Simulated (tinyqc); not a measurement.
A chain with a side-coupled site and dephasing by Buettiker voltage probes: one step of the calculation.

Sites 1 to 2 form a chain with hopping -t, and site 3 hangs on site 1 by -ts. Lead L joins site 1 and lead R site 2, both semi-infinite chains with hopping -t and site energy 0. Every site carries a probe with self-energy -i Gamma_p/2 that draws no net current. Linear response at zero temperature: mu_L = 1, mu_R = 0 in units of the bias.

Problem. Green function. Sigma = t^2 g(E), g(x) = (x - i sqrt(4 t^2 - x^2))/(2 t^2) for |x| < 2 t and (x - sign(x) sqrt(x^2 - 4 t^2))/(2 t^2) otherwise; Gamma = -2 Im Sigma; G = (E - H - Sigma_L - Sigma_R + i Gamma_p/2)^(-1).

Values chosen for this exercise: hopping (matrix element -t) t = 2.2 eV; site energies 1 to N U = [0, 0, -0.69] eV; Fermi energy E = -0.69 eV; probe broadening Gamma_p gp = 0.68 eV; hopping from site 1 to the side site 3 ts = 1.05 eV.

Wanted: Sigma; Gamma; G.

Solution.

Sigma = -0.345-2.173i eV
Gamma = 4.346 eV

G (1/eV):
```
               1              2             3
1  -0.001-0.131i   0.112-0.017i  0.404-0.005i
2   0.112-0.017i  -0.026-0.296i  0.052+0.347i
3   0.404-0.005i   0.052+0.347i  0.014-1.694i
```

Numbers from tinyqc (`OMP_NUM_THREADS=1 python tinyqc.py 2700031 2700032 out.jsonl`; about 0.01 s on one thread of a shared Intel Xeon 2.30GHz).
